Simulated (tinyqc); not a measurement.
Raising U: Hubbard chain of 3 sites, mean field against exact. Computed by the program tinyqc. 

one-body matrix (hopping and site energies) (eV):
```
         1        2        3
1   0.0000  -0.5300   0.0000
2  -0.5300   0.0000  -0.5300
3   0.0000  -0.5300   0.0000
```

electrons, up and down: 2  1

Collinear unrestricted mean field (the lowest of 40 random starts) against exact diagonalisation.

Exact and mean-field results (eV):
```
U          U/t   E exact  E mean field  mean |n_up - n_down|  double occupancy, exact  first gap in the sector
0.270    0.509  -1.33847      -1.33207                 0.368                    0.188                    0.712
0.530    1.000  -1.19968      -1.17575                 0.413                    0.168                    0.670
1.060    2.000  -0.96465      -0.88333                 0.556                    0.129                    0.577
1.590    3.000  -0.78724      -0.65869                 0.729                    0.096                    0.490
2.120    4.000  -0.65512      -0.51130                 0.837                    0.072                    0.417
3.180    6.000  -0.48057      -0.34815                 0.926                    0.042                    0.313
4.240    8.000  -0.37509      -0.26286                 0.958                    0.026                    0.246
6.360   12.000  -0.25798      -0.17604                 0.981                    0.013                    0.171
10.600  20.000  -0.15744      -0.10587                 0.993                 4.85e-03                    0.105
```

In absolute terms mean field is worst at U/t = 4.0, 0.144 eV too high: at small U it is nearly exact, and at large U it misses only exchange-scale energies. Relative to the exact energy its error is 0.5 % at the smallest U, 33 % at most and 33 % at the largest. The double occupancy falls from 0.188 to 0.005; at the largest U the first gap is 0.99 times the exchange scale 4t^2/U.
